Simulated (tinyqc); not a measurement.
Density dependence: plasmons of a degenerate electron gas in the random-phase approximation.

Zero temperature, parabolic band: kF = (3 pi^2 n)^(1/3), EF = c kF^2/m, Ep^2 = 8 pi c e2 n/(m eb), qTF^2 = 6 pi e2 n/(eb EF), c = hbar^2/2m0, e2 = e^2/(4 pi eps0), n in 1/angstrom^3 (1e-24 per 1/cm^3).

Lindhard function: eps(q, E)/eb = 1 + (qTF/q)^2 (f1 + i f2) with z = q/(2 kF), u = E/(hbar vF q), hbar vF = 2 c kF/m; f1 = 1/2 + [h(z - u) + h(z + u)]/(8 z), h(x) = (1 - x^2) ln|(x + 1)/(x - 1)|; f2 = pi u/2 for z + u < 1, (pi/(8 z))(1 - (z - u)^2) for |z - u| < 1 < z + u, else 0. Pairs exist for c (q^2 - 2 q kF)/m < E < c (q^2 + 2 q kF)/m.

Constants: hbar^2/2m0 = 3.80998211 eV angstrom^2; e^2/(4 pi eps0) = 14.39964547 eV angstrom; a0 (Bohr radius) = 0.5291772105 angstrom.

Inputs chosen for the exercise (out of a larger set: mass and background constant near those of GaN; polar phonons, which mix with the plasmon in the real crystal, and the rise of the mass with filling are left out; not measured data):
```
symbol  value    unit    meaning
n       3.8e+18  1/cm^3  electron density
m       0.2      m0      mass
eb      5.36             background dielectric constant
```

n is multiplied by the factor listed.

Results:
```
factor     rs  EF (meV)  Ep (meV)  Ep/EF  qc/kF  alpha = 3 EF/(5 Ep)
0.10    6.039     9.565     22.11  2.311  1.101                0.260
0.20    4.793     15.18     31.27  2.059  1.011                0.291
0.50    3.532     27.97     49.44  1.768  0.903                0.339
1.0     2.803     44.40     69.91  1.575  0.828                0.381
2.0     2.225     70.48     98.87  1.403  0.759                0.428
5.0     1.639     129.8     156.3  1.204  0.676                0.498
10      1.301     206.1     221.1  1.073  0.619                0.559
```

How do the results move, and what explains it?

Over two decades Ep grows by 10.0 (n^(1/2)) and EF by 21.5 (n^(2/3)), so Ep/EF falls from 2.311 to 1.073 as sqrt(rs), and qc/kF from 1.101 to 0.619: in a dense gas the plasmon enters the continuum earlier on the scale of kF. alpha is the coefficient in E = Ep + alpha hbar^2 q^2/(m m0). The random-phase values are only rough in the rows with rs above about 2 (up to 6.0 here); in a doped crystal the Mott density, below which donors bind the electrons, lies near rs = 2.4 when rs is formed with the static constant.

(tinyqc, `OMP_NUM_THREADS=1 python tinyqc.py 1650229 1650230 out.jsonl`, Intel(R) Xeon(R) Processor @ 2.30GHz, 1 thread, shared host, about 0.01 s.)
